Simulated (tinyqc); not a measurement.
Nanowire ballistic transistor, top-of-the-barrier model: two steps of the calculation.

At the top of the source barrier, states moving towards the drain are filled by the source (Fermi level 0) and states moving back by the drain (Fermi level -q Vd); nothing scatters. U is the shift of the band edge there, set by the capacitances CG, CD and CS (the total) and by the charge. Parabolic one-dimensional subband; the source is grounded.

Values chosen for this exercise; mass and valleys close to those of germanium:
- T = 250 K (temperature)
- m = 0.124 m0 (effective mass)
- gv = 4 (valley degeneracy)
- eox = 7.5 (relative permittivity of the gate insulator)
- tox = 2.8 nm (insulator thickness)
- d = 6 nm (wire diameter)
- aG = 0.85 (gate control CG/CS)
- aD = 0.063 (drain control CD/CS)
- E0 = 0.27 eV (band edge at the barrier top above the source Fermi level at zero bias)
- Vg = 0.6 V (gate voltage)
- Vd = 0.6 V (drain voltage)

Constants: q = 1.602176634e-19 C, kB = 1.380649e-23 J/K, hbar = 1.054571817e-34 J s, m0 = 9.1093837015e-31 kg, Vt = kB T/q, eps0 = 8.8541878128e-14 F/cm where lengths are in cm. Results are converted to the units shown.

Question 1. Density of states, capacitances and charge at zero bias. N0 = gv sqrt(2 m kB T/pi)/hbar, CG = 2 pi eps0 eox/ln(1 + 2 tox/d), CS = CG/aG, n0 = n at U = 0 and Vd = 0. eta1 = -(E0 + U)/Vt, eta2 = eta1 - Vd/Vt, n = (N0/2)[F_(-1/2)(eta1) + F_(-1/2)(eta2)], F_(-1/2)(x) = (1/sqrt(pi)) int_0^infinity u^(-1/2)/(1 + exp(u - x)) du. UL = -(aG Vg + aD Vd).

Find: N0; CG; CS; n0; UL.

Answer 1.

N0 = 5.976e6 cm^-1
CG = 6.329 pF/cm
CS = 7.446 pF/cm
n0 = 21.55 cm^-1
UL = -0.5478 eV

Question 2. Self-consistent potential at the barrier top. U(out) = UL + q (n - n0)/CS. Newton step: U(new) = U + (U(out) - U)/(1 + CQ/CS), CQ = (q/Vt) dn/d(eta1) with both F' summed; F' = dF_(-1/2)/dx.

U after iteration 1 = -0.37135173 eV
N0 = 5.9757288e6 cm^-1
CS = 7.4460111 pF/cm
n0 = 21.549110 cm^-1
UL = -0.5478 eV

Find: eta1; eta2; n; U(out); CQ; U after iteration 2.

Answer 2.

eta1 = 4.7046
eta2 = -23.146
n = 7.1472e6 cm^-1
U(out) = -0.39401 eV
CQ = 6.1992 pF/cm
U after iteration 2 = -0.38372 eV

Program tinyqc, `OMP_NUM_THREADS=1 python tinyqc.py 2400084 2400085 out.jsonl`; Intel Xeon 2.30GHz, shared host, one thread, about 0.03 s.
